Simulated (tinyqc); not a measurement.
# Trap density by the high-low method

Inverse problem. In depletion, where minority carriers are negligible, a MOS capacitor has 1/C_LF = 1/Cox + 1/(Cd + q Dit) and 1/C_HF = 1/Cox + 1/Cd. Find Cd and Dit.

Constants: q = 1.602176634e-19 C. Results are converted to the units shown.

Cox, C_LF, C_HF (uF/cm^2): [0.62471214, 0.063509158, 0.057365646]

Solution. Removing Cox from each series combination leaves Cd + q Dit and Cd; their difference over q is Dit.

Cd = 0.06317 uF/cm^2
Dit = 4.700e10 cm^-2 eV^-1

tinyqc, about 0.01 s, one thread, Intel Xeon 2.30GHz (shared host): `OMP_NUM_THREADS=1 python tinyqc.py 2060005 2060006 out.jsonl`
